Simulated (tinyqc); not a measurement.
Small-signal admittance of a forward-biased p+-n diode: two steps of the calculation.

Holes injected into a neutral base of width wb with an ohmic contact at its end; low injection, p0 far above the equilibrium density. A small voltage v exp(i w t), w = 2 pi f, modulates the edge density by p0 v/Vt, and the small-signal density obeys Dp d2p/dx2 = (1/tau + i w) p.

Values chosen for this exercise; permittivity close to that of silicon:
```
symbol   value    unit                                   meaning
T          300       K                               temperature
eps_r     11.7                             relative permittivity
Nd      1.7e15   cm^-3                 donor density of the base
Dp         9.6  cm^2/s                hole diffusion coefficient
tau       4e-7       s                             hole lifetime
wb          53      um                 width of the neutral base
p0      2.9e12   cm^-3  excess hole density at the junction edge
Na        1e19   cm^-3           acceptor density of the p+ side
f        1.2e6      Hz                          signal frequency
```

Constants: q = 1.602176634e-19 C, kB = 1.380649e-23 J/K, Vt = kB T/q, eps0 = 8.8541878128e-14 F/cm where lengths are in cm. Results are converted to the units shown.

Problem 1. Closed-form admittance. L = sqrt(Dp tau); direct current J = (q Dp p0/L) coth(wb/L); k = sqrt(1 + i w tau)/L; diffusion admittance Y = (q Dp p0/Vt) k coth(k wb) = G + i w C_diff; junction capacitance C_j = sqrt(q eps0 eps_r Nd/(2 Vr)) in the depletion approximation, with the remaining barrier Vr = Vt ln(Na/p0), a rough value under forward bias; base-width modulation is left out.

Wanted: L; J; k wb; Y; C_diff; C_j.

Solution 1.

L = 19.60 um
J = 0.002297 A/cm^2
k wb = 3.909+2.822i
Y = 0.1273+0.0920i S/cm^2
C_diff = 0.01220 uF/cm^2
C_j = 0.01904 uF/cm^2

G is 1.43 times its low-frequency value J/Vt, and C_diff is 0.641 times C_j.

Problem 2. The same by finite differences. 7 equal intervals, h = wb/7; u = small-signal density over its edge value, u_0 = 1, u_7 = 0; u_(i-1) + b u_i + u_(i+1) = 0 with b = -2 - h^2 (1/tau + i w)/Dp; Y = (q Dp p0/(Vt h)) (-b/2 - u_1), which includes the half box at the edge.

Find: b; u; Y on the mesh.

Solution 2.

b = -2.1493-0.4502i
u, node 1 to 6: 0.52729-0.21744i  0.23119-0.22992i  0.07312-0.17265i  0.00371-0.10823i  -0.01642-0.05829i  -0.01276-0.02445i
Y on the mesh = 0.12473+0.10085i S/cm^2

Computed by the program tinyqc: `OMP_NUM_THREADS=1 python tinyqc.py 2890169 2890170 out.jsonl`, one thread of a shared Intel Xeon 2.30GHz, about 0.01 s for the whole run.
